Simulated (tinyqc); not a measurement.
# Changing the crystal rotation

Model: crystal pulling from the melt: segregation, interface stability, heat balance and point-defect regime. Computed by tinyqc, a small Python program. Command: `OMP_NUM_THREADS=1 python tinyqc.py 3006869 3006870 out.jsonl pull sweep`. One thread of a shared host (Intel(R) Xeon(R) Processor @ 2.30GHz), about 0.01 s of CPU time with the checks.

A dilute solute; steady pulling with a flat interface unless it is found unstable.

Inputs (values chosen for the exercise, for a model semiconductor):
```
quantity                         value    unit
equilibrium coefficient k0        0.41       -
initial melt concentration C0  1.5e+18  1/cm^3
diffusivity in the melt D      0.00022  cm^2/s
kinematic viscosity nu          0.0039  cm^2/s
pull rate V                        1.1  mm/min
frozen fraction g                 0.68       -
evaporation number beta           0.23       -
```

Loss from the melt surface: evaporation.

Method. delta = 1.61 D^(1/3) nu^(1/6) omega^(-1/2), omega = 2 pi rpm/60; k_eff = k0/[k0 + (1 - k0) exp(-V delta/D)] (Burton, Prim and Slichter); the melt at the interface is enriched by k_eff/k0. Axial profile: C_s = k_eff C0 (1 - g)^(k_eff - 1 + beta), where beta, the evaporation velocity times the free melt area over the volume growth rate, is taken constant; bulk melt C_L = C_s/k_eff. Usable fraction: the g at which C_s has changed by 30 % from its first value (0.99 at most).

One run for each value:
```
crystal rotation (rpm)  boundary layer delta (micrometre)    k_eff  enrichment at the interface  usable fraction
1.0                                                1191.6  0.65227                       1.5909          0.89231
1.8                                                 888.2  0.59295                       1.4462          0.77279
3.2                                                 666.1  0.54764                       1.3357          0.69269
5.8                                                 494.8  0.51209                       1.2490          0.63841
10.0                                                376.8  0.48751                       1.1891          0.60496
19.0                                                273.4  0.46601                       1.1366          0.57814
33.0                                                207.4  0.45237                       1.1033          0.56220
60.0                                                153.8  0.44133                       1.0764          0.54989
```

Over the rows, boundary layer delta (micrometre) falls from 1190 to 154 (exponent d ln y / d ln x about -0.50 throughout); k_eff falls from 0.652 to 0.441 (exponent d ln y / d ln x -0.16 between the first rows and -0.041 between the last); enrichment at the interface falls from 1.59 to 1.08 (exponent d ln y / d ln x -0.16 between the first rows and -0.041 between the last). The exponent of boundary layer delta stays at -0.50: the rotating-disc boundary layer.
